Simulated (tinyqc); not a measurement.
Hueckel theory of the pi electrons with the omega technique, for the molecule O=Cc1ccc2c(c1)C=C2 (SMILES; centres numbered as the heavy atoms are written), step by step. One step of it, computed by the program tinyqc.

Question. Omega technique, round 1. h_r = h_r(0) + omega q_r, omega = 0.6, with q_r = z_r - P_rr.

Hueckel matrix in units of beta (H = alpha + beta A):
```
           1O        2C        3C        4C        5C        6C        7C        8C
1O   1.000000  1.000000  0.000000  0.000000  0.000000  0.000000  0.000000  0.000000
2C   1.000000  0.000000  1.000000  0.000000  0.000000  0.000000  0.000000  0.000000
3C   0.000000  1.000000  0.000000  1.000000  0.000000  0.000000  0.000000  1.000000
4C   0.000000  0.000000  1.000000  0.000000  1.000000  0.000000  0.000000  0.000000
5C   0.000000  0.000000  0.000000  1.000000  0.000000  1.000000  0.000000  0.000000
6C   0.000000  0.000000  0.000000  0.000000  1.000000  0.000000  1.000000  0.000000
7C   0.000000  0.000000  0.000000  0.000000  0.000000  1.000000  0.000000  1.000000
8C   0.000000  0.000000  1.000000  0.000000  0.000000  0.000000  1.000000  0.000000
9C   0.000000  0.000000  0.000000  0.000000  0.000000  0.000000  1.000000  0.000000
10C  0.000000  0.000000  0.000000  0.000000  0.000000  1.000000  0.000000  0.000000

           9C       10C
1O   0.000000  0.000000
2C   0.000000  0.000000
3C   0.000000  0.000000
4C   0.000000  0.000000
5C   0.000000  0.000000
6C   0.000000  1.000000
7C   1.000000  0.000000
8C   0.000000  0.000000
9C   0.000000  1.000000
10C  1.000000  0.000000
```

charge and bond-order matrix P:
```
            1O         2C         3C         4C         5C         6C         7C         8C
1O    1.545523   0.741041  -0.115149  -0.248350   0.046317   0.190885   0.056806  -0.119062
2C    0.741041   0.689334   0.488778   0.179517  -0.103781  -0.155098  -0.118426   0.060719
3C   -0.115149   0.488778   1.044719   0.633347  -0.021897  -0.288313  -0.028272   0.489415
4C   -0.248350   0.179517   0.633347   0.871563   0.602653   0.118218  -0.297771  -0.028259
5C    0.046317  -0.103781  -0.021897   0.602653   1.011679   0.699432   0.015500  -0.153838
6C    0.190885  -0.155098  -0.288313   0.118218   0.699432   0.889297   0.512035   0.021861
7C    0.056806  -0.118426  -0.028272  -0.297771   0.015500   0.512035   1.020817   0.757093
8C   -0.119062   0.060719   0.489415  -0.028259  -0.153838   0.021861   0.757093   0.983987
9C   -0.133442   0.122913   0.139795  -0.102731  -0.331330   0.098567   0.237765  -0.013303
10C  -0.067336   0.124778   0.035151   0.106236  -0.019664   0.261866  -0.026592  -0.379533

            9C        10C
1O   -0.133442  -0.067336
2C    0.122913   0.124778
3C    0.139795   0.035151
4C   -0.102731   0.106236
5C   -0.331330  -0.019664
6C    0.098567   0.261866
7C    0.237765  -0.026592
8C   -0.013303  -0.379533
9C    0.908961   0.867466
10C   0.867466   1.034120
```

Centres:
```
centre  z_r, pi electrons of the neutral centre         h
1O                                            1  1.000000
2C                                            1  0.000000
3C                                            1  0.000000
4C                                            1  0.000000
5C                                            1  0.000000
6C                                            1  0.000000
7C                                            1  0.000000
8C                                            1  0.000000
9C                                            1  0.000000
10C                                           1  0.000000
```

Give: matrix after round 1.

Answer.

matrix after round 1:
```
        1O     2C      3C     4C      5C     6C      7C     8C
1O   0.673  1.000   0.000  0.000   0.000  0.000   0.000  0.000
2C   1.000  0.186   1.000  0.000   0.000  0.000   0.000  0.000
3C   0.000  1.000  -0.027  1.000   0.000  0.000   0.000  1.000
4C   0.000  0.000   1.000  0.077   1.000  0.000   0.000  0.000
5C   0.000  0.000   0.000  1.000  -0.007  1.000   0.000  0.000
6C   0.000  0.000   0.000  0.000   1.000  0.066   1.000  0.000
7C   0.000  0.000   0.000  0.000   0.000  1.000  -0.012  1.000
8C   0.000  0.000   1.000  0.000   0.000  0.000   1.000  0.010
9C   0.000  0.000   0.000  0.000   0.000  0.000   1.000  0.000
10C  0.000  0.000   0.000  0.000   0.000  1.000   0.000  0.000

        9C     10C
1O   0.000   0.000
2C   0.000   0.000
3C   0.000   0.000
4C   0.000   0.000
5C   0.000   0.000
6C   0.000   1.000
7C   1.000   0.000
8C   0.000   0.000
9C   0.055   1.000
10C  1.000  -0.020
```
